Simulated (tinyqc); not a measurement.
One-dimensional ballistic tunnel FET, two-band WKB: two steps of the calculation.

A p-type source for x < 0 with its Fermi level at 0 and its valence edge at ds; in the channel the bands fall as D exp(-x/lam) towards their flat values, with the conduction edge at Ec = ds - dP and D = dP + Eg. The gate moves dP one to one. The drain Fermi level lies at -Vd and the drain side reflects nothing. For w = E - Ec between 0 and dP an electron crosses the gap. Two-band dispersion with equal masses m: inside the gap kappa = sqrt(m u (1 - u/Eg)/C), u the distance from a band edge, C = hbar^2/(2 m0).

Values chosen for this exercise; band and dielectric values close to those of indium phosphide:
- T = 77 K (temperature)
- Eg = 1.32 eV (band gap)
- m = 0.1 m0 (band-edge mass of the two-band model)
- lam = 5.3 nm (screening length of the source junction)
- ds = 0.14 eV (source valence edge above the source Fermi level)
- Vd = 0.3 V (drain bias)
- g = 1 (number of degenerate subbands (spin apart))
- dP = 0.5 eV (tunnelling window Ev(source) - Ec(channel))
- w0 = 0.22 eV (energy above the channel conduction edge)
- nc = 9 (cells of the path)
- nE = 13 (points of the energy grid)

Constants: q = 1.602176634e-19 C, kB = 1.380649e-23 J/K, hbar = 1.054571817e-34 J s, h = 6.62607015e-34 J s, m0 = 9.1093837015e-31 kg, Vt = kB T/q, hbar^2/(2 m0) = 0.0380998212 eV nm^2. Results are converted to the units shown.

Problem 1. The path through the gap by the midpoint rule. At w = w0 the path runs from xa = lam ln(D/(w + Eg)) to xb = lam ln(D/w); u(x) = w + Eg - D exp(-x/lam) is the height above the valence edge. Cut it into nc equal cells: S = 2 (cell width) times the sum of kappa at the centres.

Give: xa; xb; x; u; kappa; S.

Solution 1.

xa = 0.88539 nm
xb = 11.199 nm

| cell | x (nm) | u (eV) | kappa (1/nm) |
|---|---|---|---|
| 0 | 1.458 | 0.1578 | 0.60387 |
| 1 | 2.604 | 0.4265 | 0.87051 |
| 2 | 3.750 | 0.6430 | 0.93036 |
| 3 | 4.896 | 0.8174 | 0.90380 |
| 4 | 6.042 | 0.9579 | 0.83045 |
| 5 | 7.188 | 1.0711 | 0.72807 |
| 6 | 8.334 | 1.1623 | 0.60374 |
| 7 | 9.480 | 1.2357 | 0.45506 |
| 8 | 10.626 | 1.2949 | 0.25430 |

S = 14.164

Problem 2. Current on a coarse grid. S(w) = 2 lam int_0^Eg kappa(u) du/(w + Eg - u) = 2 pi lam sqrt(m/(C Eg)) [w + Eg/2 - sqrt(w (w + Eg))], T(w) = exp(-S). I = g (2 q^2/h) int_0^dP T(w) [f(E) - f(E + Vd)] dw, E = ds - dP + w, f(x) = 1/(1 + exp(x/Vt)). Simpson's rule on nE equally spaced points.

Find: w; T(w); difference of the f; I.

Solution 2.

| point | w (eV) | T(w) | difference of the f |
|---|---|---|---|
| 0 | 0.0000 | 3.470e-14 | 1.183e-4 |
| 1 | 0.0417 | 3.533e-10 | 0.05936 |
| 2 | 0.0833 | 6.529e-9 | 0.9712 |
| 3 | 0.1250 | 4.553e-8 | 0.9999 |
| 4 | 0.1667 | 1.962e-7 | 1.000 |
| 5 | 0.2083 | 6.297e-7 | 1.000 |
| 6 | 0.2500 | 1.654e-6 | 1.000 |
| 7 | 0.2917 | 3.752e-6 | 1.000 |
| 8 | 0.3333 | 7.620e-6 | 0.9823 |
| 9 | 0.3750 | 1.418e-5 | 0.09444 |
| 10 | 0.4167 | 2.459e-5 | 1.954e-4 |
| 11 | 0.4583 | 4.025e-5 | 3.664e-7 |
| 12 | 0.5000 | 6.276e-5 | 6.867e-10 |

I = 4.494e-5 uA

Program tinyqc, `OMP_NUM_THREADS=1 python tinyqc.py 2620115 2620116 out.jsonl`; Intel Xeon 2.30GHz, shared host, one thread, about 0.02 s.
